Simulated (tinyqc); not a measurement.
Inside a calculation. Model: small-signal admittance of a forward-biased p+-n diode.

Computed by the program tinyqc: `OMP_NUM_THREADS=1 python tinyqc.py 2890140 2890141 out.jsonl`, one thread of a shared Intel Xeon 2.30GHz, about 0.01 s for the whole run. Printed values are rounded.

Holes injected into a neutral base of width wb with an ohmic contact at its end; low injection, p0 far above the equilibrium density. A small voltage v exp(i w t), w = 2 pi f, modulates the edge density by p0 v/Vt, and the small-signal density obeys Dp d2p/dx2 = (1/tau + i w) p.

Inputs (values chosen for the exercise); permittivity close to that of 4H silicon carbide: temperature T = 275 K; relative permittivity eps_r = 9.7; donor density of the base Nd = 2.7e15 cm^-3; hole diffusion coefficient Dp = 1.9 cm^2/s; hole lifetime tau = 3e-9 s; width of the neutral base wb = 0.13 um; excess hole density at the junction edge p0 = 1.6e12 cm^-3; acceptor density of the p+ side Na = 3e19 cm^-3; signal frequency f = 9.7e9 Hz.

Constants: q = 1.602176634e-19 C, kB = 1.380649e-23 J/K, Vt = kB T/q, eps0 = 8.8541878128e-14 F/cm where lengths are in cm. Results are converted to the units shown.

## Closed-form admittance

L = sqrt(Dp tau); direct current J = (q Dp p0/L) coth(wb/L); k = sqrt(1 + i w tau)/L; diffusion admittance Y = (q Dp p0/Vt) k coth(k wb) = G + i w C_diff; junction capacitance C_j = sqrt(q eps0 eps_r Nd/(2 Vr)) in the depletion approximation, with the remaining barrier Vr = Vt ln(Na/p0), a rough value under forward bias; base-width modulation is left out.

L = 0.7549834 um
J = 0.03783584 A/cm^2
k wb = 1.650878+1.641874i
Y = 2.401153+2.438476i S/cm^2
C_diff = 4.000984e-5 uF/cm^2
C_j = 0.02163540 uF/cm^2

G is 1.50 times its low-frequency value J/Vt, and C_diff is 0.00185 times C_j.

## The same by finite differences

7 equal intervals, h = wb/7; u = small-signal density over its edge value, u_0 = 1, u_7 = 0; u_(i-1) + b u_i + u_(i+1) = 0 with b = -2 - h^2 (1/tau + i w)/Dp; Y = (q Dp p0/(Vt h)) (-b/2 - u_1), which includes the half box at the edge.

b = -2.000605-0.110634i
u, node 1 to 6: [0.7858668-0.1679914i, 0.5907946-0.2491409i, 0.4236434-0.2650791i, 0.2860752-0.2343084i, 0.1746027-0.1720298i, 0.0822681-0.0905384i]
Y on the mesh = 2.373178+2.471372i S/cm^2

Against the closed form the real part is 1.2 % below it and the imaginary part 1.3 % above it; |k h| = 0.33.
